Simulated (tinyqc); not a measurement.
Liquidus of a compound AB in a simple-solution melt, liquid-phase epitaxy and vapour pressures. Inputs raised by 10 %, one at a time. Computed by tinyqc, a small Python program. Command: `OMP_NUM_THREADS=1 python tinyqc.py 3024409 3024410 out.jsonl liq35 sens`. One thread of a shared host (Intel(R) Xeon(R) Processor @ 2.30GHz), about 0.01 s of CPU time with the checks.

x is the atom fraction of B in the melt. The melt is a simple solution: R T ln gamma_B = W (1 - x)^2, R T ln gamma_A = W x^2, W = a + b T. The solid AB is stoichiometric.

Inputs (values chosen for the exercise, modelled on InAs for the melt):

| quantity | value | unit |
|---|---|---|
| melting point T_F | 1215 | K |
| entropy of fusion S_F | 60.8 | J/(mol K) |
| interaction a | 16.6 | kJ/mol |
| interaction slope b | -41 | J/(mol K) |
| saturation temperature T | 791 | K |
| step dT | 3.7 | K |
| cooling rate c | 0.19 | K/min |
| growth time t | 8.6 | min |
| diffusivity in the melt D | 0.0001 | cm^2/s |
| molar volume of the melt V_L | 16.5 | cm^3/mol |
| lattice constant a0 | 6.058 | angstrom |
| melt depth w | 9 | mm |

Growth programme: step cooling.

Constants: R = 8.314462618 J/(mol K); N_A = 6.02214076e+23 1/mol; k_B = 8.617333262e-05 eV/K.

Method:
- Liquidus (Vieland): f(x) = R T ln[4 x (1 - x)] + 2 W (1/2 - x)^2 + S_F (T_F - T) = 0.
- Newton steps with f' = (1 - 2x)[R T/(x (1 - x)) - 2 W], from the dilute estimate x = (1/4) exp[-(S_F (T_F - T) + W/2)/(R T)]; stop below 1e-13; f under 1e-6 shown as 0.
- dx/dT = -(df/dT)/f', df/dT = R ln[4 x (1 - x)] + 2 b (1/2 - x)^2 - S_F, f' = (1 - 2x)[R T/(x (1 - x)) - 2 W]. Concentrations: C_L = x N_A/V_L in the melt, C_S = 4/a0^3 in the solid; m = dT/dC_L.
- Semi-infinite melt (Hsieh): step d = 2 dT sqrt(D t/pi)/(C_S m); ramp d = (4/3) c sqrt(D/pi) t^(3/2)/(C_S m); supercooling is their sum. A melt of depth w can give at most w (undercooling)/(C_S m).

Runs:

| input moved | from | to | solubility x | dx/dT (1/K) | thickness d (micrometre) | apparent heat of solution k_B T^2 d ln x/dT (eV) |
|---|---|---|---|---|---|---|
| base run | - | - | 0.015597 | 2.3165e-04 | 4.4567 | 0.80080 |
| interaction a (kJ/mol) | 16.6 | 18.26 | 0.013928 | 2.1153e-04 | 4.0695 | 0.81884 |
| saturation temperature T (K) | 791 | 870.1 | 0.043255 | 4.7734e-04 | 9.1834 | 0.71995 |
| step dT (K) | 3.7 | 4.07 | 0.015597 | 2.3165e-04 | 4.9024 | 0.80080 |
| cooling rate c (K/min) | 0.19 | 0.209 | 0.015597 | 2.3165e-04 | 4.4567 | 0.80080 |
| growth time t (min) | 8.6 | 9.46 | 0.015597 | 2.3165e-04 | 4.6742 | 0.80080 |
| diffusivity in the melt D (cm^2/s) | 0.0001 | 0.00011 | 0.015597 | 2.3165e-04 | 4.6742 | 0.80080 |
| molar volume of the melt V_L (cm^3/mol) | 16.5 | 18.15 | 0.015597 | 2.3165e-04 | 4.0516 | 0.80080 |

Exponents ln(y'/y) / ln(x'/x):

| input | solubility x | dx/dT | thickness d | apparent heat of solution k_B T^2 d ln x/dT |
|---|---|---|---|---|
| interaction a | -1.187 | -0.954 | -0.954 | 0.234 |
| saturation temperature T | 10.702 | 7.586 | 7.586 | -1.117 |
| step dT | 0.000 | 0.000 | 1.000 | 0.000 |
| cooling rate c | 0.000 | 0.000 | 0.000 | 0.000 |
| growth time t | 0.000 | 0.000 | 0.500 | 0.000 |
| diffusivity in the melt D | 0.000 | 0.000 | 0.500 | 0.000 |
| molar volume of the melt V_L | 0.000 | 0.000 | -1.000 | 0.000 |

Which inputs matter most for each result?

Among the inputs moved here: solubility x answers most in size to saturation temperature T (exponent +10.702), next to interaction a (-1.187); its exponent is below 0.0005 for step dT, cooling rate c, growth time t, diffusivity in the melt D, molar volume of the melt V_L. dx/dT answers most in size to saturation temperature T (exponent +7.586), next to interaction a (-0.954); its exponent is below 0.0005 for step dT, cooling rate c, growth time t, diffusivity in the melt D, molar volume of the melt V_L. thickness d answers most in size to saturation temperature T (exponent +7.586), next to step dT (+1.000); its exponent is below 0.0005 for cooling rate c. Its exponent +0.500 in growth time t: step cooling. Its exponent +0.500 in diffusivity in the melt D: diffusion-limited supply. Apparent heat of solution k_B T^2 d ln x/dT answers most in size to saturation temperature T (exponent -1.117), next to interaction a (+0.234); its exponent is below 0.0005 for step dT, cooling rate c, growth time t, diffusivity in the melt D, molar volume of the melt V_L.
